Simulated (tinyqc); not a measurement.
## Gate sheet resistance from two finger widths

Problem. At low frequency R = Rsh Wf/(3 L) + B/Wf, where B collects the channel and vertical terms. Find Rsh, B and the width of lowest R.

Parameters, values chosen for the exercise:
```
symbol,value,unit,meaning
L,0.98,um,channel length
```

input resistance of single fingers, contacted at one end, of width 0.94 and 5.3 um (ohm): [267.90779, 58.166410]

Solution. R Wf is a straight line in Wf^2; the minimum of R lies where both terms are equal.

Rsh = 6.10 ohm/square
B = 250 ohm um
width of lowest R = 11.0 um

Program tinyqc, `OMP_NUM_THREADS=1 python tinyqc.py 2262167 2262168 out.jsonl`; Intel Xeon 2.30GHz, shared host, one thread, about 0.01 s.
